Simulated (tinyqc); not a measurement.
# LED efficiency against current

ABC model of an LED: J = q da (A n + Ba n^2 + Ca n^3), IQE = Ba n^2/(A n + Ba n^2 + Ca n^3), differential lifetime 1/(A + 2 Ba n + 3 Ca n^2).

Values chosen for this exercise: defect coefficient of the active layer A = 4.1e6 1/s; radiative coefficient of the active layer Ba = 7.7e-11 cm^3/s; Auger coefficient of the active layer Ca = 5e-29 cm^6/s; thickness of the active layer da = 80 nm.

Constants: q = 1.602176634e-19 C. Results are converted to the units shown.

LED efficiency against current:
```
J (A/cm^2),n (cm^-3),IQE (%),defect share (%),Auger share (%),differential lifetime (ns)
0.04,6.752e15,11.25,88.70,0.04931,194.3
0.2,2.557e16,32.27,67.19,0.5359,122.9
0.6,5.511e16,49.95,48.26,1.787,76.68
3,1.441e17,68.35,25.25,6.398,34.00
10,2.717e17,72.86,14.28,12.86,17.54
50,5.867e17,67.95,6.166,25.89,6.845
200,1.077e18,57.19,2.829,39.98,2.909
800,1.895e18,44.28,1.245,54.48,1.199
3000,3.150e18,32.65,0.5519,66.80,0.5056
```

What does the table show?

The IQE goes from 11.2 through a maximum of 72.9 (at J = 10 A/cm^2 among the rows listed) to 32.7 %. The exact peak, Q/(Q + 2) = 72.9 % with Q = Ba/sqrt(A Ca) = 5.38, lies at n = sqrt(A/Ca) = 2.86e17 cm^-3, J = 11.1 A/cm^2, where the defect and Auger shares are equal. n goes as J^(0.83) at the low end and J^(0.38) at the high end.

Program tinyqc, `OMP_NUM_THREADS=1 python tinyqc.py 2300045 2300046 out.jsonl`; Intel Xeon 2.30GHz, shared host, one thread, about 0.01 s.
